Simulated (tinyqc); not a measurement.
Worked calculation: interface roughness in a thin film (subband fluctuation and scattering). Values are carried at full precision from step to step, so a last printed digit may differ when a step is redone from the rounded ones.

Square well of width t, barriers V0, c = hbar^2/2m0: E1 solves k t + 2 atan[(k/mz)/(kappa/mb)] = pi, k = sqrt(mz E/c), kappa = sqrt(mb (V0 - E)/c). One interface is rough, so the subband edge fluctuates by G dt with G = |dE1/dt| (central difference of 0.01 angstrom; 2 E1/t for hard walls).

Constants: hbar^2/2m0 = 3.80998211 eV angstrom^2; e^2/(4 pi eps0) = 14.39964547 eV angstrom; hbar = 6.58211957e-16 eV s.

Values chosen for the exercise (near those of a thin Si channel on (100), two-fold valleys; the results hold for these values, not for the real material): t = 36 angstrom (film thickness); mz = 0.896 m0 (confinement mass); V0 = 3.03 eV (barrier); mb = 0.46 m0 (barrier mass); D = 1.3 angstrom (rms height of the roughness); md = 0.188 m0 (mass in the plane); gv = 2 (valleys); Lc = 32 angstrom (correlation length); Ns = 1.5 x 1e12/cm^2 (sheet density); eps = 7.9 (mean dielectric constant at the channel); Lg = 120 angstrom (gate length); Wg = 1000 angstrom (gate width).

## Sensitivity of the level to thickness

Give E1, G, the hard-wall values and the rms fluctuation G D.

E1 = 29.52 meV
G = |dE1/dt| = 1.5656 meV/angstrom

hard walls: E1 (meV) and G (meV/angstrom): 32.382  1.799

G D = 2.04 meV

Hard walls overstate G by a factor 1.15, and the scattering rate, which goes as G^2, by 1.32.

## The angular integrand

Gaussian roughness spectrum S(q) = pi D^2 Lc^2 exp(-q^2 Lc^2/4). Degenerate gas, taken to fill one subband (the second starts to fill once c kF^2/md exceeds E2 - E1, which is not tested here): kF = sqrt(2 pi Ns/gv), q = 2 kF sin(theta/2), 1/tau = (md/(2 pi c hbar)) G^2 times the integral from 0 to pi of S(q)(1 - cos theta)/eps(q)^2 dtheta, eps(q) = 1 + qs/q with screening (qs = gv md q0/(c eps), q0 = e^2/(4 pi eps0), form factors left out, which overstates the screening; other scattering is left out too, so these values lie far above measured mobilities in all but the thinnest films) or 1 without; mobility = tau c2/md with c2 = e/m0 = 1.75882e15 cm^2/(V s^2); 1e12/cm^2 = 1e-4/angstrom^2.

kF, qs, and exp(-q^2 Lc^2/4)(1 - cos theta) without and with the factor 1/eps^2 at theta = 30, 60, ..., 180 degrees.

kF = 0.02171 1/angstrom
qs = 0.1799 1/angstrom

Integrand:

| theta | q (1/angstrom) | bare | eps(q) | screened |
|---|---|---|---|---|
| 30 | 0.0112 | 0.130 | 17.01 | 0.000448 |
| 60 | 0.0217 | 0.443 | 9.29 | 0.00514 |
| 90 | 0.0307 | 0.786 | 6.86 | 0.0167 |
| 120 | 0.0376 | 1.04 | 5.78 | 0.0312 |
| 150 | 0.0419 | 1.19 | 5.29 | 0.0425 |
| 180 | 0.0434 | 1.23 | 5.14 | 0.0467 |

kF Lc = 0.69: the roughness is short-ranged for these electrons, and back-scattering dominates.

## Scattering time and mobility

Integrate over theta.

Results:

| case | integral | tau (fs) | mobility (cm^2/(V s)) |
|---|---|---|---|
| bare | 2.204 | 2853 | 2.669e+04 |
| screened | 0.06249 | 1.006e+05 | 9.415e+05 |

Screening raises the mobility by a factor 35.3. With it kF l = 2.92e+03, so by this rate the carriers are far from localisation. Phonons, and the gate field that presses carriers to the wall, limit real channels far below this value.

## Threshold variation

Averaged over an area A = Lg Wg much larger than Lc^2, the thickness varies by D sqrt(pi Lc^2/A), so sigma(Vt) = G D Lc sqrt(pi/A)/e; the Pelgrom coefficient is sigma sqrt(A) (1 micrometre = 1e4 angstrom).

rms of the mean thickness = 0.213 angstrom
sigma(Vt) = 0.333 mV
coefficient = 0.0115 mV micrometre

The electrostatic effect of the thickness is left out. Lc is not small against the gate, so the averaging formula overstates the variation.

## Checks

- G from the envelope at the wall, psi(t/2)^2 (E1 + c mz (kappa/mb)^2), against the difference quotient, meV/angstrom: both 1.566.
- Bare integral for Lc -> 0 against pi: both 3.1416.

tinyqc: `OMP_NUM_THREADS=1 python tinyqc.py 1251957 1251958 out.jsonl`; about 0.01 s, one thread, shared Intel(R) Xeon(R) Processor @ 2.30GHz.
